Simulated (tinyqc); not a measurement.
Memristor with linear dopant drift: one period.

A film of thickness D has a doped share x: R = Ron x + Roff (1 - x), i = v/R, dx/dt = k i F with k = mv Ron/D^2 and F = 1 (no window). The drive is v = V0 sin(2 pi f t). The model has no threshold and no heating.

Step h = 1/(12 f), from t = j h. With g(t, x) = dx/dt: k1 = g(t, x), k2 = g(t + h/2, x + h k1/2), k3 = g(t + h/2, x + h k2/2), k4 = g(t + h, x + h k3), x(new) = x + h (k1 + 2 k2 + 2 k3 + k4)/6.

The 12 Runge-Kutta steps against a converged integration; i uses the converged x.

Inputs (values chosen for the exercise):
- Ron = 100 ohm (resistance of the fully doped film)
- Roff = 16000 ohm (resistance of the undoped film)
- D = 5 nm (film thickness)
- mv = 3.7e-14 m^2/(V s) (dopant mobility)
- x0 = 0.25 (doped share at t = 0)
- V0 = 0.5 V (amplitude)
- f = 13 Hz (frequency)

One period:

| j | v (V) | x, coarse steps | x, converged | i (uA) |
|---|---|---|---|---|
| 0 | 0.0000 | 0.2500 | 0.2500 | 0.00 |
| 1 | 0.2500 | 0.2602 | 0.2602 | 21.07 |
| 2 | 0.4330 | 0.2887 | 0.2887 | 37.95 |
| 3 | 0.5000 | 0.3295 | 0.3295 | 46.47 |
| 4 | 0.4330 | 0.3730 | 0.3730 | 43.00 |
| 5 | 0.2500 | 0.4069 | 0.4069 | 26.23 |
| 6 | 0.0000 | 0.4197 | 0.4197 | 0.00 |
| 7 | -0.2500 | 0.4069 | 0.4069 | -26.23 |
| 8 | -0.4330 | 0.3730 | 0.3730 | -43.00 |
| 9 | -0.5000 | 0.3295 | 0.3295 | -46.47 |
| 10 | -0.4330 | 0.2887 | 0.2887 | -37.95 |
| 11 | -0.2500 | 0.2602 | 0.2602 | -21.07 |
| 12 | 0.0000 | 0.2500 | 0.2500 | 0.00 |

What does the table show?

The current vanishes with the voltage (pinched loop). At the same voltage, j = 2 and 4, it is 37.9 uA on the way up and 43.0 uA on the way down. x peaks at 0.4197 at half period and ends at 0.2500, its starting value: the state is a function of the flux alone. The coarse steps miss by at most 6.1e-6.

Numbers from tinyqc (`OMP_NUM_THREADS=1 python tinyqc.py 2880123 2880124 out.jsonl`; about 0.2 s on one thread of a shared Intel Xeon 2.30GHz).
